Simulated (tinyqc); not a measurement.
Worked calculation: Hubbard chain of 3 sites. Computed by tinyqc, a small Python program that keeps every step. Settings: hopping = 1.32, U = 10.6, mixing = 1, iteration cap = 85. Command: `OMP_NUM_THREADS=1 python tinyqc.py 24302 24303 out.jsonl` (the two numbers bound the seeds that draw the settings). One thread of a shared host (Intel(R) Xeon(R) Processor @ 2.60GHz), about 0.3 s of CPU time with the checks. Later iterations appear only in the table of the cycle.

## Mean-field iteration 1

one-body matrix (hopping and site energies) (eV):
```
          1         2         3
1  -0.51000  -1.32000   0.00000
2  -1.32000   0.41000  -1.32000
3   0.00000  -1.32000  -0.28000
```

U = 10.60000 eV

electrons, up and down: 2  1

mixing = 1

n(up) at the start (a guess, not normalised): 1 1.00000, 2 0.21700, 3 1.00000

n(down) at the start (a guess): 1 0.00000, 2 0.78300, 3 0.00000

H(up) = T + U n(down), H(down) = T + U n(up); fill the lowest levels; n(new) = n + mixing (n(out) - n); E = tr T (rho up + rho down) + U sum n_up n_down of the output.

levels, up (eV): -0.79473  -0.36320  9.07773

levels, down (eV): 2.27089  10.17820  10.67111

energy = -1.01169 eV

n(up) after iteration 1: 1 0.98175, 2 0.03740, 3 0.98085

n(down) after iteration 1: 1 0.02700, 2 0.94751, 3 0.02548

## Mean-field iteration 2

As before.

levels, up (eV): -0.46841  -0.08526  10.77367

levels, down (eV): 0.44205  9.97714  10.40081

energy = -1.03542 eV

n(up) after iteration 2: 1 0.98600, 2 0.02855, 3 0.98544

n(down) after iteration 2: 1 0.01878, 2 0.96329, 3 0.01793

## Mean-field iteration 3

As before.

levels, up (eV): -0.54765  -0.16626  10.93390

levels, down (eV): 0.35335  10.02271  10.44394

energy = -1.03566 eV

n(up) after iteration 3: 1 0.98660, 2 0.02735, 3 0.98605

n(down) after iteration 3: 1 0.01828, 2 0.96427, 3 0.01745

## Convergence

Each step fills the lowest levels of T + U n(other spin) and sets n(new) = n + mixing (n(out) - n); stop when output and input agree to 1e-8.

Course of the cycle:
```
iteration      E (eV)  largest |n(out) - n(in)|  mean |n_up - n_down|
1          -1.0116906                  1.80e-01               0.94008
2          -1.0354181                  1.58e-02               0.95649
3          -1.0356589                  1.20e-03               0.95795
4          -1.0356608                  1.31e-04               0.95809
5          -1.0356608                  9.62e-06               0.95810
6          -1.0356608                  1.04e-06               0.95810
7          -1.0356608                  7.66e-08               0.95810
8          -1.0356608                  8.30e-09               0.95810
```

local moments n_up - n_down: 1 0.96843, 2 -0.93715, 3 0.96871

Converged in 8 iterations. Before convergence this energy mixes input and output and is not variational, so it may rise towards its limit.

## The many-body Hamiltonian

Basis: all placements (u, d, 2, 0 on each site), up operators ordered before down ones; hops carry the sign of the same-spin electrons passed.

H (eV):
```
          2u0       u20       uud       20u       udu       u02       duu       02u
2u0   9.99000  -1.32000   0.00000  -1.32000   0.00000   0.00000   0.00000   0.00000
u20  -1.32000  10.91000  -1.32000   0.00000  -1.32000   0.00000   0.00000   0.00000
uud   0.00000  -1.32000  -0.38000   0.00000   0.00000  -1.32000   0.00000   0.00000
20u  -1.32000   0.00000   0.00000   9.30000  -1.32000   0.00000  -1.32000   0.00000
udu   0.00000  -1.32000   0.00000  -1.32000  -0.38000  -1.32000   0.00000  -1.32000
u02   0.00000   0.00000  -1.32000   0.00000  -1.32000   9.53000   0.00000   0.00000
duu   0.00000   0.00000   0.00000  -1.32000   0.00000   0.00000  -0.38000  -1.32000
02u   0.00000   0.00000   0.00000   0.00000  -1.32000   0.00000  -1.32000  11.14000
0u2   0.00000   0.00000   0.00000   0.00000   0.00000  -1.32000   0.00000  -1.32000

          0u2
2u0   0.00000
u20   0.00000
uud   0.00000
20u   0.00000
udu   0.00000
u02  -1.32000
duu   0.00000
02u  -1.32000
0u2  10.45000
```

## Exact diagonalisation (9 states)

Lowest levels of the sector, and the double occupancy of the lowest state.

lowest levels (eV): -1.31546  -0.70093  -0.38000  8.16078  8.73430  10.16676

double occupancy per site = 0.02649

The mean-field solution above lies 0.2798 eV above the exact energy.

## The lowest level by Lanczos steps

From a random start vector (not printed): a_j = <q_j|H|q_j>, b_j = norm of the remainder after orthogonalising; the Ritz value is the lowest eigenvalue of the tridiagonal matrix of a and b so far.

Lanczos:
```
j  a_j (eV)  b_j (eV)  lowest Ritz value (eV)
1   8.70634   3.17763               8.7063419
2   2.80168   4.65616               1.4165475
3   8.35652   1.62919              -0.6750760
4   6.34426   5.31785              -0.7491501
5   3.14163   1.46354              -1.2304656
6  10.92473   2.18068              -1.2967158
7   5.97995   5.07875              -1.3006558
8   3.43608   0.42194              -1.3152407
9  10.48882         0              -1.3154561
```
